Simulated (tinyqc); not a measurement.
Comparisons within one model: optical transitions of a finite quantum well. A value that a table varies takes the place of the one given here.

Each carrier sees a square well of width L with its own depth V and masses m (inside), mb (outside); c = hbar^2/2m0, k = sqrt(m E/c), kappa = sqrt(mb (V - E)/c), and level n solves k L + 2 atan[(k/m)/(kappa/mb)] = n pi. The envelope is cos(kz) for odd n and sin(kz) for even n inside, joins exp(-kappa (|z| - L/2)) outside, and is normalised to 1. Excitons and band mixing are left out.

Constants: hbar^2/2m0 = 3.80998211 eV angstrom^2; e^2/(4 pi eps0) = 14.39964547 eV angstrom; hc = 1239.841984 eV nm.

Parameters, chosen for this exercise (near those of an InGaAs well in InAlAs; the results hold for these values, not for the real material): L = 87 angstrom (well width); Vc = 0.489 eV (conduction offset); me = 0.0411 m0 (electron, well); meb = 0.073 m0 (electron, barrier); eps = 11.7 (background dielectric constant); Nss = (0.045, 0.11, 0.23, 0.45, 0.68, 0.9, 1.4) x 1e12/cm^2 (sheet densities); Eg = 0.805 eV (gap of the well); Vv = 0.204 eV (valence offset); mh = 0.385 m0 (heavy hole along z, well); mhb = 0.423 m0 (heavy hole, barrier); ml = 0.0501 m0 (light hole along z, well); mlb = 0.0912 m0 (light hole, barrier); Ls = (24, 35, 46, 62, 78, 100, 151) angstrom (widths).

## Depolarisation shift

The collective line lies at E12 sqrt(1 + a), a = 8 pi q (n1 - n2) S/(eps E12), q = e^2/(4 pi eps0), S = integral over z of (integral up to z of psi_1 psi_2)^2. Zero temperature with the mass me in both subbands: n1 - n2 = Ns until Ns reaches D E12, D = me/(2 pi c), and D E12 beyond. 1e12/cm^2 = 1e-4/angstrom^2; exchange and the static band bending by the charge are left out.

Line position:
```
Ns (1e12/cm^2),n1 - n2,a,line (meV),shift (meV)
0.045,0.045,0.0053,181.86,0.48
0.11,0.110,0.0129,182.55,1.16
0.23,0.230,0.0269,183.81,2.42
0.45,0.450,0.0526,186.10,4.71
0.68,0.680,0.0795,188.46,7.07
0.90,0.900,0.1052,190.69,9.30
1.4,1.400,0.1636,195.67,14.28
```

S = 6.854 angstrom
E12 = 181.39 meV

How do the results move?

The upward shift grows from 0.48 to 14.28 meV, 7.9 % of E12 at most. For small a the shift is a E12/2, linear in Ns; in the last row that rule gives 14.84 meV. S/L = 0.0788, against 5/(9 pi^2) = 0.0563 for hard walls.

## Width of the well

Edge wavelength hc/(Eg + e1 + hh1), squared e1-hh1 overlap, lh1 - hh1, and the 1-2 intersubband energy with f_12 = (m1/c) E12 z_12^2, 1/m1 = <1|1/m|1> (dash: e2 unbound).

Results:
```
L (angstrom),edge (nm),overlap^2,lh1 - hh1 (meV),E12 (meV),f_12
24,1105.8,0.9240,69.0,-,-
35,1209.2,0.9424,62.6,-,-
46,1282.0,0.9539,53.6,346.5,0.560
62,1352.9,0.9650,42.2,278.3,0.968
78,1398.8,0.9724,33.6,210.4,0.977
100,1439.0,0.9793,25.3,148.6,0.971
151,1485.6,0.9880,14.7,78.4,0.964
```

How do the results move?

The edge tunes from 1106 to 1486 nm, towards hc/Eg = 1540 nm, while the overlap goes from 0.924 to 0.988. e2 binds at L = pi sqrt(c/(me Vc)) = 43.3 angstrom; f_12 starts from zero there and is 0.560 at 46 angstrom, the rest going to the continuum; among the widths listed it peaks at 0.977 (78 angstrom) and is 0.964 in the widest well, against 0.961 for hard walls.

## What each parameter does

Edge wavelength hc/(Eg + e1 + hh1), squared overlap of e1 and hh1, and the confinement energies. Each row changes one parameter from the base and keeps the others.

Results:
```
case,edge (nm),overlap^2,e1 (meV),hh1 (meV)
base,1417.6,0.9756,60.1,9.4
L = 96 angstrom,1433.1,0.9783,52.2,8.0
Eg = 0.821 eV,1392.2,0.9756,60.1,9.4
Vc = 0.562 eV,1413.7,0.9805,62.6,9.4
Vv = 0.245 eV,1417.2,0.9712,60.1,9.7
me = 0.0452 m0,1421.9,0.9799,57.5,9.4
mh = 0.327 m0,1415.8,0.9811,60.1,10.6
meb = 0.0876 m0,1422.2,0.9738,57.3,9.4
```

What can be read from the table?

The largest shifts from the base row, up to three for each result and ties (the steps differ in size, so this ranks the rows, not the parameters). edge (nm): Eg -25.5, L +15.4, meb +4.6. overlap^2: mh +0.0055, Vc +0.0049, Vv -0.0044; unchanged at the printed digits by Eg. e1 (meV): L -7.9, meb -2.8, me -2.6; unchanged at the printed digits by Eg, Vv and mh. hh1 (meV): L -1.5, mh +1.1, Vv +0.2; unchanged at the printed digits by Eg, Vc, me and meb.

Run: tinyqc, `OMP_NUM_THREADS=1 python tinyqc.py 1250167 1250168 out.jsonl`; Intel(R) Xeon(R) Processor @ 2.30GHz, one thread, shared host; about 0.3 s of CPU time with all checks.
